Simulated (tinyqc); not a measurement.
CMOS inverter, nodal equation and switching: two steps of the calculation.

An n-channel pull-down (bn, VTn) and a p-channel pull-up (bp, VTp) share the input Vin and the output node Vout, which carries the load C. Transistor (EKV form, voltages against the body): I = 2 n b Vt^2 [F(vp - Vs) - F(vp - Vd)] from drain to source, F(v) = ln^2(1 + exp(v/(2 Vt))), vp = (Vg - VT + sg |Vd - Vs|)/n. n-channel bodies are at 0; for the p-channel device all voltages are counted down from Vdd. b in uA/V^2 gives I in uA. Static: In = Ip. Transient: C dVout/dt = Ip - In. No velocity saturation, no gate capacitance beyond C.

Values chosen for this exercise:
```
symbol,value,unit,meaning
T,350,K,temperature
Vdd,0.75,V,supply voltage
n,1.43,,slope factor
sg,0.083,,drain-induced barrier lowering
VTn,0.33,V,n-channel threshold
VTp,0.36,V,p-channel threshold (magnitude)
bn,260,uA/V^2,gain factor of the pull-down transistor
bp,520,uA/V^2,gain factor of the pull-up transistor
C,0.32,fF,load capacitance
Vin,0.31,V,input voltage
```

Constants: q = 1.602176634e-19 C, kB = 1.380649e-23 J/K, Vt = kB T/q. Results are converted to the units shown.

Question 1. Output voltage by Newton steps. f = In - Ip at (Vin, Vout); G = df/dVout by a central difference with +/- 1e-6 V; Vout(new) = Vout - f/G, the step limited to +/- 0.1 V.

Vout at the start = 0.38 V

Give: In; Ip; G; Vout after iteration 1.

Answer 1.

In = 0.39304 uA
Ip = 3.1587 uA
G = 3.6470 uS
Vout after iteration 1 = 0.48000 V

Question 2. Delays and energy. For a step input the delay to Vdd/2 is tHL = C times the integral of dV/(In - Ip) from Vdd/2 to Vdd at Vin = Vdd, and tLH likewise with Ip - In from 0 to Vdd/2 at Vin = 0. Energy drawn for one full cycle of the output: C Vdd^2. Leakage power: Vdd times the mean of the supply currents at Vin = 0 and Vdd.

Wanted: tHL; tLH; energy; leakage power.

Answer 2.

tHL = 6.0596 ps
tLH = 3.4575 ps
energy = 0.18000 fJ
leakage power = 0.98240 nW

tinyqc, about 0.03 s, one thread, Intel Xeon 2.30GHz (shared host): `OMP_NUM_THREADS=1 python tinyqc.py 2340061 2340062 out.jsonl`
